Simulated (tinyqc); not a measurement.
Off-state leakage of single and stacked transistors: two steps of the calculation.

n-channel devices of unit width. Subthreshold current I(Vg, Vs, Vd) = I0 (T/300 K)^0.5 exp[(Vg - Vs - VT(T) - gb (Vs - Vb) + dd (Vd - Vs))/(nf Vt)] (1 - exp(-(Vd - Vs)/Vt)), VT(T) = VT - cT (T - 300 K). Gate-edge tunnelling Ig (Vd/1 V) exp(ag (Vd - 1 V)), for a gate at 0 V, and band-to-band leakage Ab u exp(-Bb/u), u = Vd - Vb + 1 V, flow at a drain held at V; both are taken as independent of T. In a stack of off transistors (all gates at 0 V) the same subthreshold current passes through each.

Parameters, values chosen for the exercise; values of the order met in bulk silicon logic transistors: temperature T = 330 K; supply voltage V = 1 V; threshold at 300 K, zero drain and body bias VT = 0.33 V; fall of the threshold with temperature cT = 0.7 mV/K; current at threshold at 300 K I0 = 0.12 uA/um; slope factor nf = 1.46; drain-induced lowering per volt dd = 0.14; rise of the threshold per volt of source-body bias gb = 0.2; gate-edge tunnelling current at 1 V Ig = 3e-5 uA/um; exponential slope of the gate current ag = 5.7 1/V; prefactor of band-to-band leakage at the drain Ab = 90 uA/(um V); its exponential voltage Bb = 20 V; body voltage Vb = -0.3 V.

Constants: q = 1.602176634e-19 C, kB = 1.380649e-23 J/K, Vt = kB T/q. Results are converted to the units shown.

Problem 1. Leakage of one transistor. Vg = Vs = 0, Vd = V; effective threshold VT(T) - gb Vb - dd V.

Give: effective threshold; parts; total; shares.

Solution 1.

effective threshold = 0.22900 V
parts (nA/um): subthreshold 0.50637, gate edge 0.030000, band-to-band 34.634
total = 35.170 nA/um
shares (%): subthreshold 1.4398, gate edge 0.085300, band-to-band 98.475

The band-to-band part is the largest.

Problem 2. New Vx. Stack of two, Vx the node between them: I_low = I(0, 0, Vx), I_up = I(0, Vx, V), f = ln(I_up/I_low), f' = -(1 + gb + 2 dd)/(nf Vt) - 1/(Vt (exp(Vx/Vt) - 1)) - 1/(Vt (exp((V - Vx)/Vt) - 1)), Vx(new) = Vx - f/f'.

Vx at the start = 0.095 V

Wanted: I_low; I_up; f; f'; Vx after iteration 1.

Solution 2.

I_low = 0.023093 nA/um
I_up = 0.023598 nA/um
f = 0.021603
f' = -36.938 1/V
Vx after iteration 1 = 0.095585 V

Numbers from tinyqc (`OMP_NUM_THREADS=1 python tinyqc.py 2242087 2242088 out.jsonl`; about 0.04 s on one thread of a shared Intel Xeon 2.30GHz).
